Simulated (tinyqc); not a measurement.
Trap and transport parameters from the curve.

Question. A layer shows an ohmic current q n0 mu V/L, then a square law (9/8) th eps0 eps_r mu V^2/L^3 above Vx = 8 q n0 L^2/(9 th eps0 eps_r), and trap filling at V_TFL = q Nt L^2/(2 eps0 eps_r). th = y/(1 + y), y = (Nc/Nt) exp(-Et/kB T). The square-law current at V is given. Find th, n0, Nt and Et.

Inputs (values chosen for the exercise):

| symbol | value | unit | meaning |
|---|---|---|---|
| T | 250 | K | temperature |
| eps_r | 18.6 |  | relative permittivity |
| mu | 0.15 | cm^2/(V s) | mobility |
| L | 530 | nm | thickness |
| Nc | 8.5e20 | cm^-3 | band density of states |
| V | 4.7 | V | voltage |

Constants: q = 1.602176634e-19 C, kB = 1.380649e-23 J/K, Vt = kB T/q, eps0 = 8.8541878128e-14 F/cm where lengths are in cm. Results are converted to the units shown.

Mott-Gurney J = 1.5172407 A/cm^2
Vx = 5.3475152 V
V_TFL = 177.62898 V

Answer. The square law gives th, Vx gives n0, V_TFL gives Nt, and th with Nt gives Et.

th = 0.0368
n0 = 8.10e14 cm^-3
Nt = 1.30e18 cm^-3
Et = 0.210 eV

tinyqc, about 0.01 s, one thread, Intel Xeon 2.30GHz (shared host): `OMP_NUM_THREADS=1 python tinyqc.py 2370048 2370049 out.jsonl`
